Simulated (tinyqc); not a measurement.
Worked calculation: RHF in the sto-3g basis, for H6, spin multiplicity 1. One step of it, computed by the program tinyqc.

Task: Iteration 3: diagonalisation and new density. Diagonalise F' = X^T F X, C = X C', fill 3 alpha and 3 beta electrons from the bottom; D = 2 C_occ C_occ^T. Each column has its largest component positive (the first on a tie).

extrapolated F (hartree), lower triangle:
```
           1H 1s      2H 1s      3H 1s      4H 1s      5H 1s      6H 1s
1H 1s  -0.036673
2H 1s  -0.101740  -0.009730
3H 1s  -0.006891  -0.047510  -0.040265
4H 1s  -0.014076  -0.017236  -0.110697  -0.040221
5H 1s  -0.001436  -0.000510  -0.017233  -0.047509  -0.009789
6H 1s  -0.001160  -0.001438  -0.014104  -0.006958  -0.101879  -0.036685
```

X, lower triangle:
```
           1H 1s      2H 1s      3H 1s      4H 1s      5H 1s     6H 1s
1H 1s   1.238128
2H 1s  -0.463228   1.251050
3H 1s   0.033513  -0.110499   1.253315
4H 1s  -0.011900   0.033817  -0.468795   1.253318
5H 1s   0.000741  -0.001934   0.033835  -0.110548   1.251784
6H 1s  -0.000271   0.000741  -0.011918   0.033555  -0.464111  1.238852
```

Give: F' = X^T F X; orbital energies; coefficients C; D after iteration 3.

Result:

F' = X^T F X (hartree), lower triangle:
```
         1        2        3        4        5       6
1   0.0596
2  -0.1564   0.1065
3   0.0364  -0.0757   0.0703
4  -0.0263   0.0235  -0.1559   0.0703
5   0.0007  -0.0014   0.0236  -0.0758   0.1068
6  -0.0015   0.0007  -0.0263   0.0364  -0.1568  0.0599
```

orbital energies (hartree): MO1 -0.1113, MO2 -0.0756, MO3 -0.0566, MO4 0.1193, MO5 0.2458, MO6 0.3517

coefficients C:
```
          MO1      MO2      MO3      MO4      MO5      MO6
1H 1s  0.1930  -0.4299   0.4289   0.5658  -0.8084  -0.6075
2H 1s  0.2440  -0.3439   0.2151  -0.5084   0.8866   0.7241
3H 1s  0.4232  -0.0374  -0.3401  -0.8236  -0.1317  -0.9019
4H 1s  0.4231   0.0360  -0.3397   0.8244  -0.1240   0.9025
5H 1s  0.2445   0.3439   0.2148   0.5058   0.8852  -0.7296
6H 1s  0.1939   0.4302   0.4276  -0.5638  -0.8079   0.6126
```

D after iteration 3, lower triangle:
```
         1H 1s    2H 1s    3H 1s    4H 1s   5H 1s   6H 1s
1H 1s   0.8121
2H 1s   0.5744   0.4481
3H 1s  -0.0962   0.0859   0.5923
4H 1s  -0.1590   0.0355   0.5864   0.5914
5H 1s  -0.0170  -0.0248   0.0350   0.0856  0.4483
6H 1s   0.0718  -0.0172  -0.1589  -0.0955  0.5744  0.8111
```
